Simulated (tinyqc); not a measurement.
Size effects in the resistivity of thin metal films and interconnect lines. Changing the specularity p. Computed by tinyqc, a small Python program. Command: `OMP_NUM_THREADS=1 python tinyqc.py 3013126 3013127 out.jsonl size sweep`. One thread of a shared host (Intel(R) Xeon(R) Processor @ 2.30GHz), about 0.01 s of CPU time with the checks.

Electrons lose their drift at surfaces (a share 1 - p of the hits) and at grain boundaries (reflection R), besides bulk scattering.

Inputs (values chosen for the exercise, modelled on tungsten):
```
quantity                     value         unit
bulk resistivity rho_b        5.26  microohm cm
bulk mean free path lambda    14.6           nm
grain-boundary reflection R   0.31            -
film thickness h                14           nm
grain size over thickness      1.6            -
```

Geometry: film.

Method:
- D = (ratio) h.
- Mayadas-Shatzkes: alpha = (lambda/D) R/(1 - R); rho_b/rho = 1 - 3 alpha/2 + 3 alpha^2 - 3 alpha^3 ln(1 + 1/alpha).
- Fuchs-Sondheimer film: rho_b/rho = 1 - (3/(2 kappa))(1 - p) int_0^1 (s - s^3)(1 - exp(-kappa/s))/(1 - p exp(-kappa/s)) ds, f = rho/rho_b, kappa = thickness/lambda, 80 Gauss-Legendre points.
- Both together (Mayadas-Shatzkes film): rho_b/rho = (rho_b/rho of the grains alone) - (6/(pi kappa))(1 - p) int_0^(pi/2) dphi int_0^1 ds (cos^2 phi/H^2)(s - s^3)(1 - exp(-kappa H/s))/(1 - p exp(-kappa H/s)), H = 1 + alpha/(cos phi sqrt(1 - s^2)), 40 x 80 Gauss-Legendre points.
- Sheet resistance rho/h; additive estimate rho_b (f_surface + f_grain - 1).

One run for each value:
```
specularity p  resistivity rho (microohm cm)  rho/rho_b from surfaces
0.00                                  9.8357                   1.4826
0.15                                  9.4109                   1.3953
0.30                                  9.0134                   1.3143
0.45                                  8.6406                   1.2389
0.60                                  8.2900                   1.1685
0.75                                  7.9597                   1.1022
0.90                                  7.6476                   1.0398
0.99                                  7.4685                   1.0039
```

Describe and explain the trends.

Over the rows, resistivity rho (microohm cm) falls from 9.84 to 7.47; rho/rho_b from surfaces falls from 1.48 to 1.00. Even nearly specular surfaces leave rho at 1.42 times the bulk value, the grain-boundary part.
